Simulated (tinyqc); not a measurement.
# Metal-interlayer-semiconductor contact, depinning against tunnelling resistance: contact resistivity against the interlayer thickness

Zero bias, n-type semiconductor. Gap states at the semiconductor surface thin out as exp(-be ti), which unpins the barrier; electrons must then cross the interlayer (a rectangular barrier, no voltage drop across it) and the parabolic depleted layer, both by WKB. Energies E are counted from the Fermi level; no image force, parabolic bands.

S = 1/(1 + (1/S0 - 1) exp(-be ti)); phiB = S (phiM - chi) + (1 - S)(Eg - E0); xi = Ec - EF deep inside, from Nd = Nc F(-xi/Vt), F(x) = (2/sqrt(pi)) int_0^infinity sqrt(u) du/(1 + exp(u - x)); band bending U = phiB - xi; E00 = (hbar/2) sqrt(Nd/(eps0 eps_r mt m0)) in volts; A = 4 pi q mA m0 kB^2/h^3. With U = phiB - xi: for xi < E < phiB, y = (E - xi)/U and G1 = (U/E00) [sqrt(1 - y) - y ln((1 + sqrt(1 - y))/sqrt(y))], G1 = 0 above phiB; G2 = 2 ti sqrt(mi max(phiB + dE - E, 0)/C), C = hbar^2/(2 m0); f = 1/(1 + exp(E/Vt)); 1/rho_c = (A T^2/Vt^2) times the integral of exp(-G1 - G2) f over E from xi upwards. Shares under 0.001 % are printed as 0; rows without band bending are left out.

Values chosen for this exercise; semiconductor values close to those of gallium arsenide; interlayer mass of the order of that in zinc oxide, offset chosen freely:
```
symbol,value,unit,meaning
T,400,K,temperature
Eg,1.4,eV,band gap
eps_r,12.4,,relative permittivity
chi,4.01,eV,electron affinity
Nc,6.77e17,cm^-3,conduction-band density of states at T
mt,0.0653,m0,tunnelling mass in the semiconductor
mA,0.069,m0,Richardson mass
Nd,1.1e19,cm^-3,donor density
E0,0.48,eV,charge-neutrality level above the valence band
S0,0.097,,pinning factor without interlayer
phiM,4.01,eV,metal work function
dE,0.1,eV,conduction-band offset of the interlayer above the semiconductor
mi,0.29,m0,tunnelling mass in the interlayer
be,2.7,1/nm,decay constant of gap states through the interlayer
```

Constants: q = 1.602176634e-19 C, kB = 1.380649e-23 J/K, eps0 = 8.8541878128e-12 F/m, hbar = 1.054571817e-34 J s, h = 6.62607015e-34 J s, m0 = 9.1093837015e-31 kg, Vt = kB T/q, hbar^2/(2 m0) = 0.0380998212 eV nm^2. Results are converted to the units shown.

The same in every row: E00/Vt = 1.99.

Result of one run:

| ti (nm) | S | phiB (eV) | rho_c (ohm cm^2) | rho_c with G2 = 0 (ohm cm^2) | peak of the integrand (eV) | share above phiB (%) |
|---|---|---|---|---|---|---|
| 1.5 | 0.860 | 0.128 | 9.74e-7 | 2.06e-8 | 0.0156 | 16.0 |

What becomes of these results when the interlayer thickness ti is changed from 1.5 to 0.6 nm, all else the same?

Result of the changed run:

| ti (nm) | S | phiB (eV) | rho_c (ohm cm^2) | rho_c with G2 = 0 (ohm cm^2) | peak of the integrand (eV) | share above phiB (%) |
|---|---|---|---|---|---|---|
| 0.6 | 0.352 | 0.596 | 4.75e-5 | 3.23e-6 | 0.0212 | 0.00258 |

The whole series:

| ti (nm) | S | phiB (eV) | rho_c (ohm cm^2) | rho_c with G2 = 0 (ohm cm^2) | peak of the integrand (eV) | share above phiB (%) |
|---|---|---|---|---|---|---|
| 0 | 0.0970 | 0.831 | 5.57e-5 | 5.57e-5 | 0.0215 | 0 |
| 0.3 | 0.195 | 0.741 | 8.11e-5 | 1.85e-5 | 0.0224 | 0 |
| 0.6 | 0.352 | 0.596 | 4.75e-5 | 3.23e-6 | 0.0212 | 0.00258 |
| 0.9 | 0.550 | 0.414 | 1.26e-5 | 3.93e-7 | 0.0182 | 0.0945 |
| 1.2 | 0.733 | 0.246 | 2.87e-6 | 6.38e-8 | 0.0153 | 2.08 |
| 1.5 | 0.860 | 0.128 | 9.74e-7 | 2.06e-8 | 0.0156 | 16.0 |
| 1.8 | 0.933 | 0.0619 | 5.26e-7 | 1.18e-8 | 0.162 | 45.4 |
| 2.1 | 0.969 | 0.0286 | 3.89e-7 | 9.28e-9 | 0.129 | 70.1 |
| 2.4 | 0.986 | 0.0130 | 3.50e-7 | 8.36e-9 | 0.113 | 83.7 |

As ti goes from 0 to 2.4, phiB falls from 0.831 to 0.0130 eV and rho_c goes from 5.57e-5 through a maximum of 8.11e-5 (at ti = 0.3 among the rows listed) to 3.50e-7 ohm cm^2. The ratio of rho_c to its value with G2 = 0 runs from 1.00 to 41.9.

Range of the model: The depletion charge would drop about 0.19 V across such an interlayer (eps_r near 8.5) at ti = 0.9 nm and Nd = 1.1e19 cm^-3, against a band bending of 0.68 V; this model leaves that drop out.

Program tinyqc, `OMP_NUM_THREADS=1 python tinyqc.py 2270108 2270109 out.jsonl`; Intel Xeon 2.30GHz, shared host, one thread, about 0.04 s.
